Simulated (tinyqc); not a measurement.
Stretching all distances: RHF, UHF, MP2, CISD and CCSD against full CI in the 6-311g basis, for H2, spin multiplicity 1. Computed by the program tinyqc with PySCF. All coordinates are multiplied by the scale. c0^2 is the weight of the RHF determinant in the lowest singlet FCI state (UHF is spin-contaminated and may lie near states of higher spin) and n(LUMO) the first natural occupation beyond the occupied space.

Geometry (angstrom):

| atom | x | y | z |
|---|---|---|---|
| H | 0.0000 | 0.0000 | 0.0000 |
| H | 0.0000 | 0.0000 | 0.7080 |

Full CI energy (hartree) and errors against it (kcal/mol):

| scale | distance 1-2 (angstrom) | E(FCI) | RHF | UHF | MP2 | CISD | CCSD | <S^2> UHF | c0^2 | n(LUMO) |
|---|---|---|---|---|---|---|---|---|---|---|
| 0.900 | 0.637 | -1.14389 | 14.889 | 14.889 | 4.095 | 0.000 | 0.000 | 0.000 | 0.988 | 0.018 |
| 1.080 | 0.765 | -1.15330 | 16.310 | 16.310 | 4.959 | 0.000 | 0.000 | 0.000 | 0.984 | 0.027 |
| 1.270 | 0.899 | -1.14299 | 18.449 | 18.449 | 6.239 | 0.000 | 0.000 | 0.000 | 0.977 | 0.041 |
| 1.450 | 1.027 | -1.12558 | 21.093 | 21.093 | 7.819 | 0.000 | 0.000 | 0.000 | 0.968 | 0.059 |
| 1.640 | 1.161 | -1.10484 | 24.526 | 24.526 | 9.897 | 0.000 | 0.000 | 0.000 | 0.955 | 0.085 |
| 1.820 | 1.289 | -1.08554 | 28.383 | 26.541 | 12.277 | 0.000 | 0.000 | 0.258 | 0.939 | 0.117 |
| 2.010 | 1.423 | -1.06701 | 33.091 | 24.755 | 15.237 | 0.000 | 0.000 | 0.498 | 0.916 | 0.161 |
| 2.190 | 1.551 | -1.05183 | 38.141 | 21.285 | 18.450 | 0.000 | 0.000 | 0.653 | 0.890 | 0.213 |

What does the comparison show, and why?

UHF parts from RHF first at scale 1.82 of those listed, where <S^2> leaves zero. The weight c0^2 goes from 0.99 to 0.89 and n(LUMO) from 0.02 to 0.21: static correlation grows as the bonds break into open-shell fragments. The spread of the error along the curve, which distorts its shape, is CISD 0.0, CCSD 0.0, UHF 11.7, MP2 14.4, RHF 23.3 kcal/mol. With two electrons CISD and CCSD are exact.
